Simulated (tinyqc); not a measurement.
Harmonic frequencies on the RHF/sto-3g surface (energies and gradients from PySCF), for H3+, spin multiplicity 1, step by step. Computed by tinyqc, a small Python program that keeps every step (integrals from PySCF). Settings: charge = 1, multiplicity = 1, basis = sto-3g, delta = 0.005. Command: `OMP_NUM_THREADS=1 python tinyqc.py 24875 24876 out.jsonl` (the two numbers bound the seeds that draw the settings). One thread of a shared host (Intel(R) Xeon(R) Processor @ 2.60GHz), about 1 s of CPU time with the checks.

## One row of the Hessian: 3Hy

optimised positions (bohr):
```
            x          y          z
1H  -0.075907  -0.144156  -0.187579
2H   0.000389   0.018578   1.630745
3H   0.003708   1.512636   0.578841
```

gradient at +delta (hartree/bohr):
```
              x            y            z
1H  -0.00003601  -0.00063263  -0.00043691
2H   0.00000521  -0.00050369   0.00051434
3H   0.00003080   0.00113632  -0.00007743
```

gradient at -delta (hartree/bohr):
```
              x            y            z
1H   0.00003596   0.00063080   0.00043411
2H  -0.00000505   0.00049931  -0.00050960
3H  -0.00003091  -0.00113011   0.00007549
```

Displace 3Hy by +/-0.005 bohr; H(k, :) = (g(+) - g(-)) / (2 delta).

row of the Hessian (hartree/bohr^2): 1Hx -0.00719702, 1Hy -0.12634245, 1Hz -0.08710124, 2Hx 0.00102559, 2Hy -0.10030024, 2Hz 0.10239404, 3Hx 0.00617144, 3Hy 0.22664269, 3Hz -0.01529280

## Hessian by finite differences

All rows are made in the same way, and the matrix is symmetrised.

Hessian (symmetrised) (hartree/bohr^2):
```
             1Hx          1Hy          1Hz          2Hx          2Hy          2Hz          3Hx          3Hy
1Hx   0.00055856   0.00655001   0.00912019  -0.00026536   0.00064678  -0.00720899  -0.00029321  -0.00719681
1Hy   0.00655001   0.11463586   0.07954138  -0.00112902   0.01170664  -0.03764461  -0.00542100  -0.12634250
1Hz   0.00912019   0.07954138   0.17165959  -0.00585831   0.00755808  -0.15487333  -0.00326189  -0.08709966
2Hx  -0.00026536  -0.00112902  -0.00585831   0.00023774   0.00010344   0.00584438   0.00002762   0.00102559
2Hy   0.00064678   0.01170664   0.00755808   0.00010344   0.08859384  -0.06474820  -0.00075022  -0.10030034
2Hz  -0.00720899  -0.03764461  -0.15487333   0.00584438  -0.06474820   0.19801877   0.00136461   0.10239303
3Hx  -0.00029321  -0.00542100  -0.00326189   0.00002762  -0.00075022   0.00136461   0.00026559   0.00617122
3Hy  -0.00719681  -0.12634250  -0.08709966   0.00102559  -0.10030034   0.10239303   0.00617122   0.22664269
3Hz  -0.00191121  -0.04189685  -0.01678643   0.00001393   0.05719014  -0.04314563   0.00189729  -0.01529330

             3Hz
1Hx  -0.00191121
1Hy  -0.04189685
1Hz  -0.01678643
2Hx   0.00001393
2Hy   0.05719014
2Hz  -0.04314563
3Hx   0.00189729
3Hy  -0.01529330
3Hz   0.05993240
```

## Normal modes

masses (u): 1H 1.007825, 2H 1.007825, 3H 1.007825

Diagonalise H_ij / sqrt(m_i m_j); the 6 smallest eigenvalues belong to translations and rotations; wavenumber = sqrt(eigenvalue / 1822.888) x 219474.63; each mode has its largest component positive (the first on a tie); zero-point energy = sum of wavenumbers / 2, with 349.755 1/cm per kcal/mol.

eigenvalues of the mass-weighted Hessian (hartree/(bohr^2 u)): 0.000000  0.000000  0.000000  0.000005  0.000006  0.000010  0.174563  0.174581  0.504699

harmonic wavenumbers of the vibrations (1/cm): 2147.7  2147.8  3651.9

mass-weighted modes:
```
        mode 1     mode 2     mode 3
1Hx  -0.026582   0.010171  -0.028443
1Hy  -0.490271  -0.304435  -0.331927
1Hz  -0.303737   0.490453  -0.471556
2Hx   0.004482  -0.028107   0.013314
2Hy   0.508780  -0.272381  -0.242851
2Hz  -0.272886  -0.508267   0.523628
3Hx   0.022100   0.017936   0.015129
3Hy  -0.018509   0.576814   0.574778
3Hz   0.576625   0.017814  -0.052072
```

zero-point energy = 11.361506 kcal/mol
